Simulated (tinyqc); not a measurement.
From results back to parameters: heavy doping: gap narrowing, degeneracy and the minority density. Four cases, with inputs chosen for the exercise.

Problem. The minority density was computed from a hidden true narrowing dEg.

F_j(eta) = (1/Gamma(j + 1)) integral_0^infinity x^j dx/(1 + exp(x - eta)), which tends to exp(eta) for eta << 0.

Majority: N = Nv F_1/2(eta), eta the distance of EF beyond the majority band edge in kT. Degeneracy factor gam = F_1/2(eta)/exp(eta). ni0^2 = Nc Nv exp(-Eg/kT); product n p = ni0^2 gam exp(dEg/kT), dEg the true narrowing; apparent narrowing dEa = dEg + kT ln gam; minority density = n p/N.

Constants: kB = 8.617333262e-05 eV/K.

Find: dEa; gam; dEg.

Method. dEa = kT ln(minority x N/ni0^2); gam follows from N alone, and dEg = dEa - kT ln gam.

Case 1.

Values chosen (gap and densities of states near those of Si at this temperature; narrowing constants near the fits for Si; the results hold for these values, not for the real material):
- N = 9.6e+17 1/cm^3 (ionised acceptors, equal to the majority density)
- Eg = 1.081 eV (gap)
- Nc = 5.07e+19 1/cm^3 (conduction-band density of states)
- Nv = 2.09e+19 1/cm^3 (valence-band density of states)
- T = 450 K

minority density = 1.80798e+09 1/cm^3

Solution.

dEa = 28.66 meV
gam = 0.9839
dEg = 29.29 meV

Case 2.

Values chosen (gap and densities of states near those of Si at this temperature; narrowing constants near the fits for Si; the results hold for these values, not for the real material):
- N = 3.3e+18 1/cm^3 (ionised acceptors, equal to the majority density)
- Eg = 1.09 eV (gap)
- Nc = 4.21e+19 1/cm^3 (conduction-band density of states)
- Nv = 1.81e+19 1/cm^3 (valence-band density of states)
- T = 400 K

minority density = 1.92649e+07 1/cm^3

Solution.

dEa = 51.96 meV
gam = 0.9377
dEg = 54.18 meV

Case 3.

Values chosen (gap and densities of states near those of Si at this temperature; narrowing constants near the fits for Si; the results hold for these values, not for the real material):
- N = 7.7e+17 1/cm^3 (ionised acceptors, equal to the majority density)
- Eg = 1.097 eV (gap)
- Nc = 4.18e+19 1/cm^3 (conduction-band density of states)
- Nv = 1.74e+19 1/cm^3 (valence-band density of states)
- T = 400 K

minority density = 2.68327e+07 1/cm^3

Solution.

dEa = 21.83 meV
gam = 0.9845
dEg = 22.37 meV

Case 4.

Values chosen (gap and densities of states near those of GaAs at this temperature; narrowing constants of the size fitted for Si, not for this material; the results hold for these values, not for the real material):
- N = 1.6e+18 1/cm^3 (ionised acceptors, equal to the majority density)
- Eg = 1.374 eV (gap)
- Nc = 6.63e+17 1/cm^3 (conduction-band density of states)
- Nv = 1.44e+19 1/cm^3 (valence-band density of states)
- T = 400 K

minority density = 98.9388 1/cm^3

Solution.

dEa = 42.16 meV
gam = 0.9615
dEg = 43.52 meV

Computed by tinyqc, one run a case: `OMP_NUM_THREADS=1 python tinyqc.py N N+1 out.jsonl` with N = 1650865, 1651012, 1651056, 1651076; one thread of a shared Intel(R) Xeon(R) Processor @ 2.30GHz, about 0.01 s a run at most.
